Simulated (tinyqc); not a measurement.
What moves the results: carrier statistics of a doped semiconductor with parabolic bands. A value that a table varies takes the place of the one given here.

Eg(T) = Eg0 - al T^2/(T + be); m_de = Mv^(2/3) (ml mt^2)^(1/3); m_dh = (mhh^(3/2) + mlh^(3/2))^(2/3); Nc and Nv from N = 2 (m kB T/(4 pi c))^(3/2) with c = hbar^2/2m0, in 1/angstrom^3; times 1e24 for 1/cm^3.

Energies are counted from Ev, so Ec = Eg. n = Nc F_1/2((EF - Eg)/kT), p = Nv F_1/2(-EF/kT), ND+ = ND/(1 + 2 exp((EF - Eg + ED)/kT)), NA- = NA/(1 + 4 exp((EA - EF)/kT)); neutrality asks p + ND+ = n + NA-. F_j(eta) = (1/Gamma(j + 1)) integral_0^infinity x^j dx/(1 + exp(x - eta)), which tends to exp(eta) for eta << 0.

Constants: hbar^2/2m0 = 3.80998211 eV angstrom^2; kB = 8.617333262e-05 eV/K.

Parameters, chosen for this exercise (near those of Si; shifted at random, so the results belong to these values and not to a real crystal):
- Eg0 = 1.176 eV (gap at 0 K)
- al = 0.000467 eV/K (Varshni alpha)
- be = 652 K (Varshni beta)
- ml = 0.915 m0 (longitudinal electron mass)
- mt = 0.186 m0 (transverse electron mass)
- Mv = 6 (equivalent valleys)
- mhh = 0.521 m0 (heavy-hole mass)
- mlh = 0.154 m0 (light-hole mass)
- ND = 8.2e+16 1/cm^3 (donors)
- NA = 2.8e+16 1/cm^3 (acceptors)
- ED = 0.0441 eV (donor level below Ec)
- EA = 0.0453 eV (acceptor level above Ev)
- T = 200 K

## Temperature

Neutrality solved at each temperature; ni = sqrt(Nc Nv) exp(-Eg/2kT).

Carriers (1/cm^3):
```
T (K)  EF (eV)         n         p  majority / |ND - NA|        ni  Eg (eV)
30      1.1312  3.19e+10    <1e-99              5.91e-07  1.01e-81   1.1754
50      1.1301  6.29e+13  9.26e-97               0.00116  7.63e-42   1.1743
77      1.1266  3.61e+15  2.61e-56                0.0668  9.69e-21   1.1722
120     1.1095  2.54e+16  6.98e-29                 0.471  1.33e-06   1.1673
200     1.0554  4.76e+16  1.51e-08                 0.882  2.68e+04   1.1541
300     0.9706  5.23e+16       543                 0.968  5.33e+09   1.1319
450     0.8255  5.34e+16  1.14e+10                 0.990  2.47e+13   1.0902
600     0.6669  5.38e+16  7.76e+13                 0.996  2.04e+15   1.0417
800     0.4819  9.79e+16  4.39e+16                  1.81  6.56e+16   0.9702
1000    0.4121  6.11e+17  5.57e+17                  11.3  5.85e+17   0.8933
```

How do the results move?

Ionisation is incomplete: the majority density is below 90 % of the net doping at 30, 50, 77, 120 and 200 K, down to a share of 5.9e-07. It is within 10 % of the net doping at 300, 450 and 600 K. At 800 and 1000 K thermal pairs lift it more than 10 % above the net doping; ni has reached 5.85e+17 1/cm^3 at 1000 K against a net doping of 5.40e+16. EF goes from 1.131 eV to 0.412 eV, where midgap is 0.447 eV and the intrinsic level (Boltzmann) 0.408 eV.

## Doping level

Only donors are present (NA = 0); eta is the distance of EF beyond the conduction edge in units of kT.

Neutral state:
```
ND (1/cm^3)  EF (eV)  majority (1/cm^3)  ionised share     eta
1.0e+14       0.9491           1.00e+14          1.000  -11.89
1.0e+15       0.9888           9.98e+14          0.998   -9.59
1.0e+16       1.0282           9.83e+15          0.983   -7.30
1.0e+17       1.0658           8.67e+16          0.867   -5.12
1.0e+18       1.0968           5.18e+17          0.518   -3.32
3.0e+18       1.1090           1.04e+18          0.346   -2.62
1.0e+19       1.1212           2.06e+18          0.206   -1.91
3.0e+19       1.1319           3.69e+18          0.123   -1.29
```

What does this show?

The impurity level lies at 1.1100 eV. The ionised share falls from 1.000 to 0.123 as EF passes through it between 3e+18 and 1e+19 1/cm^3 (share 1/3 there); it is below one half from 3e+18 1/cm^3 on. Over the last two rows the doping grows threefold and the majority density by a factor 1.79. EF comes within 3 kT of the majority band edge from 3e+18 1/cm^3 on. Above roughly 4e+18 1/cm^3 (N^(1/3) a = 0.26, with the radius a = sqrt(c/(m E)) from the ionisation energy E and the mass (ml mt^2)^(1/3)) the levels merge with the band and real ionisation is complete; sharp levels then overstate freeze-out.

## What each input does

Neutrality solved anew for each case. Each row changes one parameter from the base and keeps the others.

Results:
```
case                  EF (eV)  n (1/cm^3)  p (1/cm^3)
base                   1.0554    4.76e+16    1.51e-08
T = 180 K              1.0706    4.49e+16    5.39e-12
ND = 1.64e+17 1/cm^3   1.0698    1.09e+17    6.58e-09
NA = 1.4e+16 1/cm^3    1.0595    6.01e+16    1.20e-08
Eg0 = 1.226 eV         1.1054    4.76e+16    8.31e-10
mt = 0.2232 m0         1.0526    4.85e+16    1.78e-08
mhh = 0.6252 m0        1.0554    4.76e+16    1.92e-08
ED = 0.0662 eV         1.0515    3.80e+16    1.90e-08
```

What does this show?

The largest shifts from the base row, up to three for each result and ties (the steps differ in size, so this ranks the rows, not the parameters). EF (eV): Eg0 +0.0500, T +0.0152, ND +0.0144; unchanged at the printed digits by mhh. n (1/cm^3): ND +6.17e+16, NA +1.25e+16, ED -9.63e+15; unchanged at the printed digits by Eg0 and mhh. p (1/cm^3): T -1.51e-08, Eg0 -1.43e-08, ND -8.55e-09.

Program tinyqc; command `OMP_NUM_THREADS=1 python tinyqc.py 1652336 1652337 out.jsonl`; about 0.01 s on one thread of a shared Intel(R) Xeon(R) Processor @ 2.30GHz.
